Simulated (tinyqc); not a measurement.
Chemical shift by three methods: effective-mass impurity with a central-cell term, in a basis of Slater functions. Computed by tinyqc, a small Python program. Command: `OMP_NUM_THREADS=1 python tinyqc.py 3026823 3026824 out.jsonl centralcell walk`. One thread of a shared host (Intel(R) Xeon(R) Processor @ 2.30GHz), about 0.01 s of CPU time with the checks.

The envelope obeys H = -nabla^2 - (2/r) [Z + A exp(-kappa r)] in effective units, with kappa = a*/lambda; positive A deepens the well near the core.

Inputs (values chosen for the exercise, for a model semiconductor): effective mass m = 1.43 m_0; dielectric constant eps = 12.6; charge Z of the core = 1; central-cell strength A = 1.3; central-cell range lambda = 1.4 angstrom.

Impurity: acceptor, one isotropic band.

Constants: Ry = 13.605693123 eV; a_0 = 0.529177210903 angstrom.

Method:
- Units: Ry* = Ry m/eps^2 and a* = a_0 eps/m, with m in m_0.
- kappa = a*/lambda; the hydrogenic ground state is bound by Z^2 Ry*.
- For s functions exp(-zeta r), with s = zeta_i + zeta_j: S = 2/s^3, T = zeta_i zeta_j S, V = -2 Z/s^2, W = -2 A/(s + kappa)^2; each function is normalised by dividing by sqrt(S_ii S_jj).
- Large basis: zeta_i = 0.06 x 1.6^(i-1), i = 1..22, same formulas; for p functions r exp(-zeta r): S = 24/s^5, T = zeta_i zeta_j S (centrifugal term included), V = -12 Z/s^4, W = -12 A/(s + kappa)^4; overlap eigenvalues below 1e-11 are dropped.
- First order: shift = 8 A Z^3/(2 Z + kappa)^2 Ry*. One exponent: minimise zeta^2 - 2 Z zeta - 8 A zeta^3/(2 zeta + kappa)^2 by golden section on 0.2 to 6 Z. All shifts are the binding beyond Z^2 Ry*.

kappa = 3.33049 1/a*

Ry* = 122.551 meV

hydrogenic binding energy = 122.551 meV

Shift of the 1s binding energy (meV):
```
A       first order  one exponent  large basis
-1.300      -44.855        -30.51       -28.60
-0.650      -22.428        -18.17       -17.58
0.130         4.486          4.70         4.73
0.325        11.214         12.66        12.86
0.650        22.428         28.96        29.80
1.300        44.855         78.46        81.92
1.620        55.897        115.01       120.18
```

The three columns are ordered, first order <= one exponent <= large basis, since each is a variational bound with more freedom. At the largest attractive A first order gives 47 % and one exponent 96 % of the shift; at the most repulsive A the true shift is -28.595 meV against -44.855. Attraction pulls the envelope in and feeds itself, repulsion pushes it out and saturates. Caution: the effective Bohr radius is only a few bond lengths, so the envelope approximation is rough.

Extremes, crossings and ranges named in words are read from the listed rows.
